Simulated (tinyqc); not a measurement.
Strained Delta valleys, repopulation and conductivity mass: two steps of the calculation.

A cubic crystal with three pairs of conduction valleys along x, y and z under uniaxial stress X along [001] (X > 0 is tension); current along [110]. Non-degenerate electrons, fixed total density, one relaxation time for all valleys and stresses, masses unchanged by strain, so the mobility goes as the mean inverse mass.

Inputs (values chosen for the exercise); values close to those of silicon: temperature T = 400 K; compliance s11 = 7.46 1/TPa; compliance s12 = -2.2 1/TPa; compliance s44 = 12.9 1/TPa; shear deformation potential Xu = 8.71 eV; uniaxial stress (tension positive) X = -740 MPa.

Constants: q = 1.602176634e-19 C, kB = 1.380649e-23 J/K, Vt = kB T/q. Results are converted to the units shown.

Task 1. Strain tensor. Stress s_ij = X a_i a_j with a the unit vector along [001]; strain e_ii = s11 s_ii + s12 (s_jj + s_kk), e_ij = s44 s_ij/2.

Wanted: strain.

Result 1.

strain (%):
```
        x       y        z
x  0.1628  0.0000   0.0000
y  0.0000  0.1628   0.0000
z  0.0000  0.0000  -0.5520
```

Task 2. Valley shifts and shares. Valley shift dE = Xu (n.e.n - trace(e)/3) with n the valley axis; share f proportional to exp(-dE/Vt).

strain (%):
```
            x           y            z
x  0.16280000  0.00000000   0.00000000
y  0.00000000  0.16280000   0.00000000
z  0.00000000  0.00000000  -0.55204000
```

Give: dE; share f.

Result 2.

dE, valley x to z (meV): [20.75, 20.75, -41.51]
share f, valley x to z: [0.1236, 0.1236, 0.7527]

The splitting is 62.3 meV, 1.8 Vt.

Numbers from tinyqc (`OMP_NUM_THREADS=1 python tinyqc.py 2530039 2530040 out.jsonl`; about 0.01 s on one thread of a shared Intel Xeon 2.30GHz).
